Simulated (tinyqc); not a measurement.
Interband optics of a two-band s-p chain from momentum matrix elements: one step. Hamiltonian and velocity at one k. Four cases, with inputs chosen for the exercise.

Problem. Form H and W = dH/dk.

H(k) = [[Es - 2 ts cos ka, 2i V sin ka], [-2i V sin ka, Ep_ + 2 tp cos ka]] in the basis s, p; the lower band is full, with two electrons a cell. The velocity operator times hbar is W = dH/dk (eV angstrom); intra-atomic dipoles are left out.

Give: H; W.

Case 1.

Values chosen: a = 4.19 angstrom (period); Es = 3.53 eV (upper orbital (s)); Ep_ = -3.28 eV (lower orbital (p)); ts = 0.21 eV (s-s hopping); tp = 0.22 eV (p-p hopping); V = 1.7 eV (s-p hopping); k = 0.24 2 pi/a (wave vector).

Solution.

H (eV), rows s, p and columns alike:
```
[[3.5036, 3.3933i],
 [-3.3933i, -3.2524]]
```

W (eV angstrom), rows s, p and columns alike:
```
[[1.7563, 0.8945i],
 [-0.8945i, -1.8400]]
```

Case 2.

Values chosen: a = 2.34 angstrom (period); Es = 2.36 eV (upper orbital (s)); Ep_ = -3.3 eV (lower orbital (p)); ts = 0.45 eV (s-s hopping); tp = 0.64 eV (p-p hopping); V = 0.56 eV (s-p hopping); k = 0.24 2 pi/a (wave vector).

Solution.

H (eV), rows s, p and columns alike:
```
[[2.3035, 1.1178i],
 [-1.1178i, -3.2196]]
```

W (eV angstrom), rows s, p and columns alike:
```
[[2.1018, 0.1646i],
 [-0.1646i, -2.9893]]
```

Case 3.

Values chosen: a = 4.15 angstrom (period); Es = 2.24 eV (upper orbital (s)); Ep_ = -3.24 eV (lower orbital (p)); ts = 0.56 eV (s-s hopping); tp = 0.27 eV (p-p hopping); V = 0.51 eV (s-p hopping); k = 0.04 2 pi/a (wave vector).

Solution.

H (eV), rows s, p and columns alike:
```
[[1.1552, 0.2537i],
 [-0.2537i, -2.7170]]
```

W (eV angstrom), rows s, p and columns alike:
```
[[1.1559, 4.1000i],
 [-4.1000i, -0.5573]]
```

Case 4.

Values chosen: a = 3.86 angstrom (period); Es = 3.19 eV (upper orbital (s)); Ep_ = -2.28 eV (lower orbital (p)); ts = 0.21 eV (s-s hopping); tp = 0.66 eV (p-p hopping); V = 1.45 eV (s-p hopping); k = 0.15 2 pi/a (wave vector).

Solution.

H (eV), rows s, p and columns alike:
```
[[2.9431, 2.3461i],
 [-2.3461i, -1.5041]]
```

W (eV angstrom), rows s, p and columns alike:
```
[[1.3116, 6.5797i],
 [-6.5797i, -4.1221]]
```

Computed by tinyqc, one run a case: `OMP_NUM_THREADS=1 python tinyqc.py N N+1 out.jsonl` with N = 1682264, 1682405, 1682639, 1682651; one thread of a shared Intel(R) Xeon(R) Processor @ 2.30GHz, about 0.02 s a run at most.
